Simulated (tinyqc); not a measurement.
Inside a calculation. Model: resistance of a source-drain extension with a graded tip.

Numbers from tinyqc (`OMP_NUM_THREADS=1 python tinyqc.py 2282032 2282033 out.jsonl`; about 0.07 s on one thread of a shared Intel Xeon 2.30GHz). Printed values are rounded.

y runs along the channel, the gate covers y > 0. The doping is N0 for y < y0 and N0 10^(-(y - y0)/la) beyond, uniform over the depth xj. Sheet conductance s(y) = q mu(N) max(N - Nch, 0) xj + (for y > 0) ma Cox Vo, with mu(N) = u0 + (u1 - u0)/(1 + (N/Nr)^au) and Cox = eps0 eox/tox. Current is taken as one-dimensional; depletion of the tip, spreading and the contact are left out. The metallurgical junction lies at yj, where N = Nch.

Inputs (values chosen for the exercise); mobility law close to that of electrons in silicon: relative permittivity of the gate insulator (close to silicon dioxide) eox = 3.9; insulator thickness tox = 1.8 nm; active doping of the extension far from the gate N0 = 1.1e20 cm^-3; lateral abruptness la = 3.7 nm/decade; position under the gate where the fall begins (gate edge at 0) y0 = 2.6 nm; depth of the extension xj = 20 nm; channel doping Nch = 4e18 cm^-3; gate overdrive Vo = 0.43 V; mobility of the gate-induced layer ma = 170 cm^2/(V s); mobility at low doping u1 = 1414 cm^2/(V s); mobility at high doping u0 = 68.5 cm^2/(V s); reference doping Nr = 9.2e16 cm^-3; exponent au = 0.711; gate length Lg = 45 nm.

Constants: q = 1.602176634e-19 C, eps0 = 8.8541878128e-14 F/cm where lengths are in cm. Results are converted to the units shown.

## Sheet resistances and junction position

yj = y0 + la log10(N0/Nch); sheet resistance of the full extension 1/[q mu(N0)(N0 - Nch) xj] and of the gate-induced layer 1/(ma Cox Vo); metallurgical length Lg - 2 yj; ye is where the doped and the gate-induced conductances are equal.

yj = 7.92553 nm
sheet resistance of the extension = 381.521 ohm/square
sheet resistance of the induced layer = 7130.86 ohm/square
metallurgical length = 29.1489 nm
ye = 6.91452 nm
N at ye = 7.50421e18 cm^-3

The gate takes over 1.01 nm before the junction, where N is still 1.88 times the channel doping.

## Resistance of the overlapped part

Midpoint rule on 10 equal steps from 0 to yj: R_ov = sum h/s(y), per width.

```
point    y (nm)   N (cm^-3)  doped conductance (uS)  sheet resistance (ohm/square)
0      0.396277      1.1e20                 2621.09                        362.145
1       1.18883      1.1e20                 2621.09                        362.145
2       1.98138      1.1e20                 2621.09                        362.145
3       2.77394  9.87150e19                 2362.94                        399.493
4       3.56649  6.02809e19                 1474.26                        619.387
5       4.35904  3.68109e19                 917.161                        945.719
6       5.15160  2.24788e19                 562.215                        1423.59
7       5.94415  1.37268e19                 329.604                        2128.39
8       6.73670  8.38234e18                 169.619                        3227.32
9       7.52925  5.11872e18                 50.7461                        5236.10
```

R_ov = 11.941 ohm um

The exact integral is 12.095 ohm um; the coarse sum is 1.3 % below it.
